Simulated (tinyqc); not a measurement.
# AlGaN/GaN HEMT with access regions, lumped model: effects of single changes

A polarisation-induced electron sheet under a Schottky gate, in series with two ungated access regions and contacts. Drift law v = mu E/(1 + mu E/vs) under the gate. Currents in mA/mm, resistances in ohm mm. No self-heating, no channel-length modulation; fits for polarisation, barrier and offset are chosen for the exercise.

Parameters, values chosen for the exercise; values close to those of AlGaN/GaN structures:
- x = 0.29 (aluminium share of the barrier)
- d = 20 nm (barrier thickness)
- eps_r = 9 (relative permittivity of barrier and channel)
- mu = 1700 cm^2/(V s) (channel mobility)
- vs = 1.6e7 cm/s (saturation velocity)
- Lg = 1 um (gate length)
- Ls = 1.5 um (source access length)
- Ld = 4 um (drain access length)
- Rc = 0.34 ohm mm (resistance of each contact)
- ft = 0.42 (share of the drain-access electrons removed by traps)
- Vg = -1 V (gate voltage)

Constants: q = 1.602176634e-19 C, eps0 = 8.8541878128e-14 F/cm where lengths are in cm. Results are converted to the units shown.

Each table varies one quantity; the others keep the values above.

## Output curve without and with trapping

sigma = (5e13 x + 1.6e13 x^2) cm^-2, phiB = 0.84 + 1.3 x, dEc = 0.7 (1.71 x + x^2) in volts, Cb = eps0 eps_r/d, VT = phiB - dEc - q sigma/Cb, access density n0 = -Cb VT/q. Access resistance R(L, n) = L/(q mu n sqrt(1 - (I/(q n vs))^2)); Rs = Rc + R(Ls, n0), Rd = Rc + R(Ld, (1 - ft) n0). Vg' = Vg - I Rs, Vd' = Vd - I (Rs + Rd); with u = Vg' - VT, Vc = vs Lg/mu and w the smaller of Vd' and Vc [sqrt(1 + 2 u/Vc) - 1] (0 if negative), the channel gives (mu Cb/Lg)(u w - w^2/2)/(1 + w/Vc). I equals that channel current. The two columns take ft = 0 and ft = 0.42; collapse = 1 - (second)/(first).

Output curve without and with trapping:

| Vd (V) | I, ft = 0 (mA/mm) | I, ft = 0.42 (mA/mm) | collapse (%) |
|---|---|---|---|
| 0.25 | 100.7 | 76.96 | 23.56 |
| 0.5 | 199.5 | 153.0 | 23.32 |
| 1 | 390.4 | 301.3 | 22.81 |
| 2 | 733.2 | 576.5 | 21.37 |
| 3 | 998.6 | 812.9 | 18.59 |
| 4 | 1146 | 1001 | 12.68 |
| 6 | 1162 | 1162 | 0.00 |
| 8 | 1162 | 1162 | 0.00 |
| 12 | 1162 | 1162 | 0.00 |

What does the comparison show?

Without trapping the current rises from 101 to 1160 mA/mm and first comes within 2 % of its last value at Vd = 4 V among the rows; with trapping that knee lies at 6 V. The collapse is 24 % in the first row, at most 24 % and 0 % in the last: once the gated channel saturates, the drain access only takes spare voltage. For Vd = 6 to 12 V the power passes 5 W/mm, where self-heating, left out here, lowers the current.

## Effect of the gate length

Same model as above.

Isat is I at Vd = 10 V, gm = dIsat/dVg, Ron the limit of Vd/I at small Vd.

The same in every row: VT (V) = -5.561; n0 (cm^-2) = 1.383e13.

Effect of the gate length:

| Lg (um) | Ron (ohm mm) | Isat (mA/mm) | gm (mS/mm) |
|---|---|---|---|
| 0.05 | 2.925 | 1716 | 377.4 |
| 0.09 | 2.938 | 1653 | 372.5 |
| 0.16 | 2.961 | 1572 | 365.5 |
| 0.29 | 3.003 | 1466 | 354.8 |
| 0.52 | 3.078 | 1337 | 339.5 |
| 0.93 | 3.210 | 1183 | 317.9 |
| 1.7 | 3.460 | 999.0 | 287.3 |
| 3 | 3.880 | 811.2 | 250.5 |

What does the comparison show?

As Lg goes from 0.05 to 3 um, Ron rises from 2.93 to 3.88 ohm mm, Isat falls from 1720 to 811 mA/mm and gm falls from 377 to 250 mS/mm. The ceiling Cb vs is 638 mS/mm. In every row the power passes 5 W/mm, where self-heating, left out here, lowers the current.

## Effect of the source access length

Same model as above.

The same in every row: VT (V) = -5.561; n0 (cm^-2) = 1.383e13.

Effect of the source access length:

| Ls (um) | Ron (ohm mm) | Isat (mA/mm) | gm (mS/mm) |
|---|---|---|---|
| 0.1 | 2.861 | 1331 | 372.2 |
| 0.3 | 2.914 | 1303 | 362.3 |
| 0.6 | 2.994 | 1264 | 348.7 |
| 1 | 3.100 | 1216 | 332.4 |
| 1.5 | 3.233 | 1162 | 314.7 |
| 2.5 | 3.498 | 1069 | 285.3 |
| 4 | 3.897 | 956.4 | 251.5 |

What does the table show?

As Ls goes from 0.1 to 4 um, Ron rises from 2.86 to 3.90 ohm mm, Isat falls from 1330 to 956 mA/mm and gm falls from 372 to 251 mS/mm. The ceiling Cb vs is 638 mS/mm. In every row the power passes 5 W/mm, where self-heating, left out here, lowers the current.

Program tinyqc, `OMP_NUM_THREADS=1 python tinyqc.py 2570044 2570045 out.jsonl`; Intel Xeon 2.30GHz, shared host, one thread, about 0.02 s.
